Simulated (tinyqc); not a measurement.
Length of a polyene: Hueckel, PPP and singles CI along the polyenes. Computed by the program tinyqc. Hueckel uses the same beta without repulsion; CIS keeps all single excitations and so misses the low, doubly excited 2Ag state. W is the valence ionisation energy of a centre, MN the Mataga-Nishimoto formula, f the oscillator strength.

All-trans chains of carbon centres 1.40 angstrom apart:
```
parameter                               value
beta (eV), times 1 +/- alternation  -2.650000
alternation                          0.100000
W (eV)                              11.160000
gamma_rr (eV)                       10.550000
repulsion formula                          MN
```

Gaps and excitations (eV):
```
centres  Hueckel gap  PPP orbital gap  bright singlet (CIS)       f  lowest triplet (CIS)
2             5.8300          11.0381                8.5010  0.7288                3.1590
4             3.9140           8.6026                6.0830  1.1286                2.2007
6             3.0381           7.4011                4.9729  1.5606                1.7667
8             2.5438           6.6947                4.3312  1.9635                1.5331
12            2.0121           5.9185                3.6322  2.7021                1.3019
14            1.8546           5.6888                3.4270  3.0502                1.2398
```

Estimate the missing row, centres = 10.

Computed row:
```
centres  Hueckel gap  PPP orbital gap  bright singlet (CIS)       f  lowest triplet (CIS)
10            2.2290           6.2360                3.9173  2.3418                1.3927
```

The Hueckel gap tends to 4 x alternation x |beta| = 1.06 eV for long chains. Exchange opens the PPP orbital gap, and the attraction of electron and hole brings the bright state 2.26 eV below it at 14 centres; the triplet lies 2.19 eV lower still.
